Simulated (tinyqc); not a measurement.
From results back to parameters: band-to-band tunnelling across a p-n junction in a two-band chain. Three cases, with inputs chosen for the exercise.

Problem. In a uniform field T = exp(-B/F), B = (pi/4) sqrt(m/c) Eg^(3/2), c = hbar^2/2m0, 1 V/angstrom = 100 MV/cm. m is the band-edge mass, the same for both bands (twice the reduced mass). The ratio below comes from a hidden m.

Constants: hbar^2/2m0 = 3.80998211 eV angstrom^2.

Case 1.

Values chosen (out of a larger set: gap and mass near those of InAs; not measured data):
- Eg = 0.376 eV (gap)
- F1 = 0.89 MV/cm (first field)
- F2 = 2.25 MV/cm (second field)

ln(T2/T1) = 0.953442

Case 2.

Values chosen (out of a larger set: gap and mass near those of InGaAs; not measured data):
- Eg = 0.755 eV (gap)
- F1 = 0.97 MV/cm (first field)
- F2 = 3.35 MV/cm (second field)

ln(T2/T1) = 4.046190

Case 3.

Values chosen (out of a larger set: gap and mass near those of InSb; not measured data):
- Eg = 0.173 eV (gap)
- F1 = 1.49 MV/cm (first field)
- F2 = 2.38 MV/cm (second field)

ln(T2/T1) = 0.085052

Find: B; m.

Solution. B is the logarithm over 1/F1 - 1/F2, and m = c (4B/pi)^2/Eg^3 with B in V/angstrom.

Case 1.

B = 1.404 MV/cm
m = 0.0229 m0

Case 2.

B = 5.524 MV/cm
m = 0.0438 m0

Case 3.

B = 0.339 MV/cm
m = 0.0137 m0

Computed by tinyqc, one run a case: `OMP_NUM_THREADS=1 python tinyqc.py N N+1 out.jsonl` with N = 1451271, 1451333, 1451490; one thread of a shared Intel(R) Xeon(R) Processor @ 2.30GHz, about 0.01 s a run at most.
